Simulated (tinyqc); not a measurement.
From results back to parameters: shallow acceptor in the spherical four-band model. Three cases, with inputs chosen for the exercise.

Problem. The binding energy of the ground state was computed from a hidden mu.

The ground state 1S3/2 has an L = 0 part f(r) and an L = 2 part g(r). In units of Ry* and a*, with Gaussians f_i = exp(-a_i r^2), g_i = r^2 exp(-a_i r^2), A = a_i + a_j and I(n) = Gamma((n + 1)/2)/(2 A^((n + 1)/2)): S_ff = I(2), S_gg = I(6), H_ff = (6 a_i a_j/A) I(2) - 2 I(1), H_gg = (14 a_i a_j/A) I(6) - 2 I(5), H_fg = -mu [15 I(2) - 20 a_j I(4) + 4 a_j^2 I(6)]; each function is then normalised. The split-off band is left out.

Converged values use 22 exponents 2.2^i, i = -7 to 14, for f and for g.

Find: binding in Ry*; mu; heavy/light mass ratio (1 + mu)/(1 - mu).

Method. The binding in Ry* rises steadily with mu, so bisection finds one value.

Case 1.

Ry* = 27.266 meV
binding energy = 34.086 meV

Solution.

binding in Ry* = 1.250
mu = 0.467
heavy/light mass ratio (1 + mu)/(1 - mu) = 2.8

Case 2.

Ry* = 4.352 meV
binding energy = 11.988 meV

Solution.

binding in Ry* = 2.754
mu = 0.815
heavy/light mass ratio (1 + mu)/(1 - mu) = 9.8

Case 3.

Ry* = 27.266 meV
binding energy = 34.086 meV

Solution.

binding in Ry* = 1.250
mu = 0.467
heavy/light mass ratio (1 + mu)/(1 - mu) = 2.8

Computed by tinyqc, one run a case: `OMP_NUM_THREADS=1 python tinyqc.py N N+1 out.jsonl` with N = 1250097, 1250124, 1250144; one thread of a shared Intel(R) Xeon(R) Processor @ 2.30GHz, about 0.3 s a run at most.
